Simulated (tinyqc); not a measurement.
Inside a calculation. Model: size effects in the resistivity of thin metal films and interconnect lines. Computed by tinyqc, a small Python program that keeps every step. Command: `OMP_NUM_THREADS=1 python tinyqc.py 3030270 3030271 out.jsonl size walk`. One thread of a shared host (Intel(R) Xeon(R) Processor @ 2.30GHz), about 0.01 s of CPU time with the checks. Intermediate numbers are printed to about 7 digits and carried at full precision; extremes and crossings named in words are read from the listed rows.

Electrons lose their drift at surfaces (a share 1 - p of the hits) and at grain boundaries (reflection R), besides bulk scattering. The line sits in a trench with a non-conducting liner on both walls and the bottom; the spacing equals the drawn width.

Inputs (values chosen for the exercise, modelled on ruthenium): bulk resistivity rho_b = 7.9 microohm cm; bulk mean free path lambda = 6.93 nm; specularity p = 0; grain-boundary reflection R = 0.35; drawn line width w = 21 nm; grain size over metal width = 0.61; aspect ratio (height over width) = 2; liner thickness t = 2.1 nm; line length = 1.1 micrometre; permittivity of the dielectric k = 2.5; competitor: rho_b relative to this metal = 1.8; competitor: lambda relative to this metal = 0.5; competitor: liner relative to t = 0.27.

Geometry: line.

Constants: eps_0 = 8.8541878128e-12 F/m.

## Metal cross-section

Metal width w_m = w - 2t, height h_m = (aspect ratio) w - t, grain size D = (ratio) w_m.

metal width w_m = 16.8 nm

metal height h_m = 39.9 nm

grain size D = 10.248 nm

share of the trench filled by metal = 76 %

## Grain boundaries

Mayadas-Shatzkes: alpha = (lambda/D) R/(1 - R); rho_b/rho = 1 - 3 alpha/2 + 3 alpha^2 - 3 alpha^3 ln(1 + 1/alpha).

alpha = 0.3641236

rho/rho_b from grains = 1.514507

The linear estimate 1 + 3 alpha/2 gives 1.546, 2 % high; at large alpha the slope is 4/3.

## Surfaces

Fuchs-Sondheimer film: rho_b/rho = 1 - (3/(2 kappa))(1 - p) int_0^1 (s - s^3)(1 - exp(-kappa/s))/(1 - p exp(-kappa/s)) ds, f = rho/rho_b, kappa = thickness/lambda, 80 Gauss-Legendre points. Line: the excess of a film of thickness w_m and of a film of thickness h_m are added, rho/rho_b = 1 + (f(w_m) - 1) + (f(h_m) - 1), an estimate that holds best when both sides exceed lambda.

kappa = w_m/lambda = 2.424242

f(w_m) = 1.178793

f(h_m) = 1.069649

rho/rho_b from surfaces = 1.248442

## Resistance and delay

Total: rho = rho_b [1 + surface excess + grain excess]; resistance per length rho/(w_m h_m); capacitance per length C = 2 k eps_0 (aspect ratio + 1/2), a parallel-plate estimate for two neighbours plus a fixed term for the planes above and below; delay 0.38 R C L^2; effective resistivity per drawn area.

resistivity rho = 13.92730 microohm cm

resistance per length = 207.7709 ohm/micrometre

capacitance per length = 0.1106773 fF/micrometre

RC delay = 0.01057334 ps

effective resistivity per drawn area = 18.32539 microohm cm

Of the factor 2.32 over bulk, scattering gives 1.76 and the liner 1.32; within scattering, grain boundaries outweigh surfaces (0.51 against 0.25, grains first).

## A short-path metal as competitor

w_m = w - 2t, h_m = (aspect ratio) w - t, D = (ratio) w_m; rho = rho_b [1 + surface excess + grain excess]. Effective resistivity rho (aspect ratio) w^2/(w_m h_m) for the metal with its liner, for the same metal without liner, and for a competitor with its own rho_b, lambda and liner, and for that competitor with the liner t; p, R, aspect and grain ratios are the same.

Effective resistivity (microohm cm):
```
w (nm)  this metal  without liner  competitor  competitor, liner t
200         8.6501        8.41386    14.79057              15.0870
100         9.4587        8.92506    15.37212              16.0160
50         11.2840        9.94663    16.57214              18.0876
30         14.2538       11.31614    18.25752              21.3867
20         19.1140       13.04450    20.51871              26.6536
14         28.0886       15.28580    23.71017              36.1595
10         48.2791       18.28712    28.52809              57.0943
7         124.2098       22.78101    37.16369             133.7564
```

The competitor wins below a width between 20.0 and 14.0 nm. In narrow lines rho scales as rho_b lambda/w, and the product rho_b lambda of the competitor is 0.90 times this metal's. At the narrowest width the liner costs this metal a factor 5.45. With the same liner the competitor wins nowhere in the table; at the narrowest width the thinner liner lowers it from 134 to 37.2. Rows with w - 2t below lambda stretch the additive estimate. Metal widths below about 5 nm are outside this semiclassical model.

Checks made by the program: grain-boundary formula against its angular integral 3 int_0^1 c^3/(c + alpha) dc (relative difference below 1e-10).
